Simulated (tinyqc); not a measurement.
Worked calculation: Rayleigh-quotient iteration on a symmetric matrix. Computed by tinyqc, a small Python program that keeps every step. Settings: method = rayleigh, shift = 1.47. Command: `OMP_NUM_THREADS=1 python tinyqc.py 26518 26519 out.jsonl` (the two numbers bound the seeds that draw the settings). One thread of a shared host (Intel(R) Xeon(R) Processor @ 2.60GHz), about 0.01 s of CPU time with the checks.

## Step 1

A:
$$\begin{pmatrix}
0.312000 & -0.106000 & -0.093000 & 0.076000 \\
-0.106000 & 2.190000 & 0.087000 & 0.066000 \\
-0.093000 & 0.087000 & 2.708000 & 0.113000 \\
0.076000 & 0.066000 & 0.113000 & 2.735000
\end{pmatrix}$$

vector v at the start: [0.500000, 0.500000, 0.500000, 0.500000]

shift = 1.470000

solve (A - shift) w = v; v' = w/|w| with its largest component positive (the first on a tie); lambda = v'^T A v'; the next shift is lambda.

vector after step 1: [-0.551985, 0.634489, 0.337922, 0.422545]

Rayleigh quotient after step 1 = 1.952710

## Step 2

As before.

vector after step 2: [0.065215, 0.991011, 0.046646, 0.107092]

Rayleigh quotient after step 2 = 2.199367

## Step 3

As before.

vector after step 3: [-0.049852, 0.982130, -0.160430, -0.084834]

Rayleigh quotient after step 3 = 2.176784

## Course of the iteration

Stop when the residual |A v - lambda v| is below 1e-9.

Steps:
```
step      lambda  residual
1     1.95271023  1.04e+00
2     2.19936665  2.85e-01
3     2.17678406  7.14e-03
4     2.17672393  5.93e-07
5     2.17672393  4.54e-16
```

all eigenvalues, for comparison: [0.299937, 2.176724, 2.615450, 2.852889]

Converged in 5 steps.
